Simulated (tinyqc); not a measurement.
Precursor delivery and alloy composition in metal-organic vapour-phase epitaxy: one step, computed by the program tinyqc. Command: `OMP_NUM_THREADS=1 python tinyqc.py 3009042 3009043 out.jsonl movpe walk`. One thread of a shared host (Intel(R) Xeon(R) Processor @ 2.30GHz), about 0.01 s of CPU time with the checks.

Carrier gas leaves each bubbler saturated. Group-III species cross a boundary layer and react at the surface; element 2 can also desorb. The film is (1)_(1-x) (2)_x V with a zinc-blende cell.

Task: Molar flows. Temperatures in kelvin are T(C) + 273.15. Vapour pressure p_v = 10^(a - b/T); precursor flow = carrier flow x p_v/(p_b - p_v); 1 sccm = 44.615 micromol/min; V/III = hydride flow over the sum of both; gas share x_g = F2/(F1 + F2).

Inputs (values chosen for the exercise, close to those used for InGaP from TEGa and TMIn):
```
quantity                                value  unit
source 1: a in log10(p/torr) = a - b/T   8.08     -
source 1: b                              2162     K
source 1: bath temperature                 21     C
source 1: carrier flow                     55  sccm
source 2: a                             10.52     -
source 2: b                              3014     K
source 2: bath temperature                 16     C
source 2: carrier flow                     48  sccm
bubbler pressure p_b                     1000  torr
group-V hydride flow                      100  sccm
```

Give: vapour pressures; molar flows; V/III ratio; gas share x_g.

Result:

vapour pressures (torr): source 1 5.370, source 2 1.248

molar flows (micromol/min): F1 13.25, F2 2.677

V/III ratio = 280.1

gas share x_g = 0.1681

The slope of F2 with the temperature of bath 2 is b ln(10)/T^2 x p_b/(p_b - p_v) = 8.3 % per kelvin.
